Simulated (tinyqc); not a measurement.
Convergence with cell size: Koster-Slater impurity in a tight-binding band, by Green functions and by supercells. Computed by tinyqc, a small Python program. Command: `OMP_NUM_THREADS=1 python tinyqc.py 3000137 3000138 out.jsonl kosterslater walk`. One thread of a shared host (Intel(R) Xeon(R) Processor @ 2.30GHz), about 0.06 s of CPU time with the checks.

One orbital per site, e(k) = -2 t sum cos(k_i) over 3 direction(s), band from -6 t to 6 t, lattice constant 1. One site has the extra energy U. Spin is left out.

Inputs (values chosen for the exercise, for a model band): hopping t = 0.67 eV; impurity potential U = -5.39 eV.

Lattice: simple cubic.

Method:
- Outside the band G0(E) = (1/pi) int_0^pi dk (2/(pi z)) K(16 t^2/z^2), z = E + 2 t cos k, K the complete elliptic integral with parameter m; 200 Gauss-Legendre points.
- A bound state solves 1/U = G0(E).
- Bisection in ln(distance from the edge) between 1e-5 t and |U| + t. Weight on the impurity site: -1/(U^2 dG0/dE), by a central difference with step min(1e-4 t, distance/30). Decay length along an axis: 1/arccosh(1 + distance/(2 t)).
- In a periodic cell of N sites along each direction with Bloch vector K, the level solves 1/U = N^-d sum_k 1/(E - e(k)), k_i = (2 pi m_i + K_i)/N, m_i = 0..N-1; the outermost root on the side of U is taken (bisection). d is the number of directions. Gamma means K_i = 0, the zone corner K_i = pi, the quarter point K_i = pi/2.
- Even N; errors against the isolated level E_b, set to 0 below 1e-6 t.

level E_b = -5.91577 eV

decay length = 0.654101 sites

Error of the level (eV):

| N | sites | Gamma | corner | quarter point |
|---|---|---|---|---|
| 2 | 8 | -5.1970e-01 | 5.2577e-01 | 1.2187e-02 |
| 4 | 64 | -1.3096e-02 | 1.2187e-02 | 1.2448e-05 |
| 6 | 216 | -3.7524e-04 | 3.6684e-04 | 0 |
| 8 | 512 | -1.2520e-05 | 1.2448e-05 | 0 |
| 10 | 1000 | 0 | 0 | 0 |
| 12 | 1728 | 0 | 0 | 0 |

The error at Gamma falls exponentially, between the last two resolved rows by exp(-1.700) per site against 1/(decay length) = 1.529; the rest is the power-law prefactor of the Green function. Gamma and the corner err in opposite directions. Among the sizes listed an error below 1 meV is first reached at N = 6 at Gamma; at the quarter point N = 4 is enough.

Extremes, crossings and ranges named in words are read from the listed rows.
